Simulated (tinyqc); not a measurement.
Potential step from the flux.

Inverse problem. On one interval J = (q mu Vt/hx) [nb B(d) - na B(-d)], B(d) = d/(exp(d) - 1), d = (psi_b - psi_a)/Vt. Find psi_b - psi_a, and the step at which J would vanish.

Parameters, values chosen for the exercise:
```
symbol   value        unit                    meaning
T          300           K                temperature
mu        1020  cm^2/(V s)          electron mobility
na      1.5e14       cm^-3   density at the left node
nb      5.3e15       cm^-3  density at the right node
hx         130          nm               node spacing
```

Constants: q = 1.602176634e-19 C, kB = 1.380649e-23 J/K, Vt = kB T/q. Results are converted to the units shown.

J = -56.299605 A/cm^2

Solution. B(d) falls and B(-d) rises with d, so J falls steadily with the step and one value matches. J = 0 needs nb/na = exp(d), the Boltzmann ratio.

psi_b - psi_a = 0.101 V
step for J = 0 = 0.0922 V

Numbers from tinyqc (`OMP_NUM_THREADS=1 python tinyqc.py 2220065 2220066 out.jsonl`; about 0.01 s on one thread of a shared Intel Xeon 2.30GHz).
